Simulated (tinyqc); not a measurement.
# Trap and transport parameters from the curve

Inverse problem. A layer shows an ohmic current q n0 mu V/L, then a square law (9/8) th eps0 eps_r mu V^2/L^3 above Vx = 8 q n0 L^2/(9 th eps0 eps_r), and trap filling at V_TFL = q Nt L^2/(2 eps0 eps_r). th = y/(1 + y), y = (Nc/Nt) exp(-Et/kB T). The square-law current at V is given. Find th, n0, Nt and Et.

Values chosen for this exercise: temperature T = 250 K; relative permittivity eps_r = 4.6; mobility mu = 0.0018 cm^2/(V s); thickness L = 160 nm; band density of states Nc = 5.5e19 cm^-3; voltage V = 7.6 V.

Constants: q = 1.602176634e-19 C, kB = 1.380649e-23 J/K, Vt = kB T/q, eps0 = 8.8541878128e-14 F/cm where lengths are in cm. Results are converted to the units shown.

Mott-Gurney J = 2.1904471e-4 A/cm^2
Vx = 0.11406925 V
V_TFL = 32.728580 V

Answer. The square law gives th, Vx gives n0, V_TFL gives Nt, and th with Nt gives Et.

th = 1.88e-5
n0 = 2.40e10 cm^-3
Nt = 6.50e17 cm^-3
Et = 0.330 eV

Computed by the program tinyqc: `OMP_NUM_THREADS=1 python tinyqc.py 2370066 2370067 out.jsonl`, one thread of a shared Intel Xeon 2.30GHz, about 0.01 s for the whole run.
